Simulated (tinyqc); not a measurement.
Read current of a NAND string, cells in series solved by shooting: effect of the pass voltage.

Cells in series, numbered from 0 at the source line (0 V) to the bit line, each followed by a gap resistance Rg. A cell with gate Vg, threshold VT, source Vs and drain Vd passes I = 2 nf K Vt^2 [F(Vs) - F(Vd)]/(1 + th max(Vg - VT, 0)), F(V) = ln^2(1 + exp((Vg - VT - nf V)/(2 nf Vt))). The selected cell has Vg = Vr, the others Vg = Vp.

For a trial current I start at 0 V and, cell by cell, solve for the drain: sqrt(F(Vd)) = sqrt(F(Vs) - I/k), k = 2 nf K Vt^2/(1 + th max(Vg - VT, 0)), Vd = [Vg - VT - 2 nf Vt ln(exp(sqrt F) - 1)]/nf, then add I Rg. The string current is the I for which the last node reaches Vbl. The apparent threshold is the Vr at which I = Is. Background: all other cells erased (VT = Ve) or all in the highest state (VT = Vh); ratio and shift are high over erased and high minus erased. The string has 128 cells and the selected one is cell 64.

Values chosen for this exercise; values of the order met in vertical NAND strings:

| symbol | value | unit | meaning |
|---|---|---|---|
| T | 300 | K | temperature |
| K | 9.9 | uA/V^2 | gain factor of a cell |
| nf | 1.5 |  | slope factor |
| th | 0.08 | 1/V | mobility reduction factor |
| Rg | 6.4 | kohm | resistance of the gap between cells |
| Vbl | 0.4 | V | bit-line voltage |
| Ve | -1.3 | V | threshold of an erased cell |
| Vh | 4.5 | V | threshold of the highest state |
| Vx | 2.4 | V | threshold of the selected cell |
| Is | 10 | nA | sensing current |
| Vr | 3.29 | V | read voltage on the selected word line |

Constants: q = 1.602176634e-19 C, kB = 1.380649e-23 J/K, Vt = kB T/q. Results are converted to the units shown.

Results:
columns A: Vp (V); B: I, others erased (uA); C: I, others high (uA); D: ratio; E: apparent VT, erased (V); F: apparent VT, high (V); G: background shift (mV)
```
A          B        C       D      E      F      G
5.6  0.09954  0.02164  0.2174  2.431  2.510  79.34
6.1   0.1031  0.03295  0.3194  2.430  2.479  49.35
6.6   0.1065  0.04288  0.4027  2.429  2.464  34.81
7.1   0.1096  0.05168  0.4716  2.428  2.454  26.29
8.1   0.1152  0.06657  0.5778  2.427  2.444  16.87
8.6   0.1178  0.07293  0.6193  2.426  2.440  14.04
```

Estimate the missing row, Vp = 7.6 V.

Computed row:
columns A: Vp (V); B: I, others erased (uA); C: I, others high (uA); D: ratio; E: apparent VT, erased (V); F: apparent VT, high (V); G: background shift (mV)
```
A         B        C       D      E      F      G
7.6  0.1125  0.05953  0.5292  2.428  2.448  20.74
```

With this row back in the table: As Vp goes from 5.6 to 8.6 V, the current with erased neighbours rises from 0.0995 to 0.118 uA, that with high neighbours rises from 0.0216 to 0.0729 uA and the ratio rises from 0.217 to 0.619. The background shift falls from 79.3 to 14.0 mV. A higher pass voltage also disturbs erased cells more, which this model leaves out.

tinyqc, about 0.9 s, one thread, Intel Xeon 2.30GHz (shared host): `OMP_NUM_THREADS=1 python tinyqc.py 2142139 2142140 out.jsonl`
